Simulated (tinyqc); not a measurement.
# Inputs raised by 2 %, one at a time

Model: regular and subregular solution with a miscibility gap. Computed by tinyqc, a small Python program. Command: `OMP_NUM_THREADS=1 python tinyqc.py 3002735 3002736 out.jsonl regsol sens`. One thread of a shared host (Intel(R) Xeon(R) Processor @ 2.30GHz), about 0.01 s of CPU time with the checks.

Per mole of mixing sites: G(x) = x (1 - x) [L0 + L1 (1 - 2x)] + R T [x ln x + (1 - x) ln(1 - x)], x the fraction of B.

Inputs (values chosen for the exercise, for a model alloy):
```
quantity                     value    unit
interaction L0                15.6  kJ/mol
size misfit eta = d ln a/dx   0.02       -
asymmetry L1                 -0.64  kJ/mol
temperature T                  664       K
start value s0                0.05       -
```

Source of L0: given.

Constants: R = 8.314462618 J/(mol K).

Method:
- L0 and eta are given.
- The spinodal is G'' = 0, R T_s(x) = x (1 - x) [2 L0 + 6 L1 (1 - 2x)]; the critical point is its maximum.
- G' = L0 (1 - 2x) + L1 (1 - 6x + 6x^2) + R T ln[x/(1 - x)]; G'' = -2 L0 - 6 L1 (1 - 2x) + R T/[x (1 - x)].
- Solve G'' = 0 on each side of x_c.
- Common tangent: F1 = G'(x1) - G'(x2) = 0 and F2 = [G - x G'](x1) - [G - x G'](x2) = 0. Newton step: J = [[G''(x1), -G''(x2)], [-x1 G''(x1), x2 G''(x2)]], J dx = -F; a step that would leave 0 < x < 1 is halved until it stays inside. The start is x1 = s0, x2 = 1 - s0.
- Stop when the step is below 1e-12, or when x1 and x2 meet within 1e-5; residuals under 1e-7 are shown as 0.

Runs:
```
input moved               from       to  solubility limit x1  solubility limit x2  spinodal x_s1  critical composition x_c
base run                     -        -               0.1015               0.9220         0.2519                    0.5304
interaction L0 (kJ/mol)   15.6   15.912               0.0940               0.9277         0.2448                    0.5298
asymmetry L1 (kJ/mol)    -0.64  -0.6528               0.1017               0.9222         0.2524                    0.5310
temperature T (K)          664   677.28               0.1094               0.9155         0.2589                    0.5304
```

Exponents ln(y'/y) / ln(x'/x):
```
input           solubility limit x1  solubility limit x2  spinodal x_s1  critical composition x_c
interaction L0               -3.899                0.315         -1.451                    -0.056
asymmetry L1                  0.121                0.012          0.090                     0.057
temperature T                 3.769               -0.355          1.381                     0.000
```

To which inputs is each result most sensitive?

Among the inputs moved here: solubility limit x1 answers most in size to interaction L0 (exponent -3.899), next to temperature T (+3.769). Solubility limit x2 answers most in size to temperature T (exponent -0.355), next to interaction L0 (+0.315). Spinodal x_s1 answers most in size to interaction L0 (exponent -1.451), next to temperature T (+1.381). Critical composition x_c answers most in size to asymmetry L1 (exponent +0.057), and about equally to interaction L0 (-0.056); its exponent is below 0.0005 for temperature T.
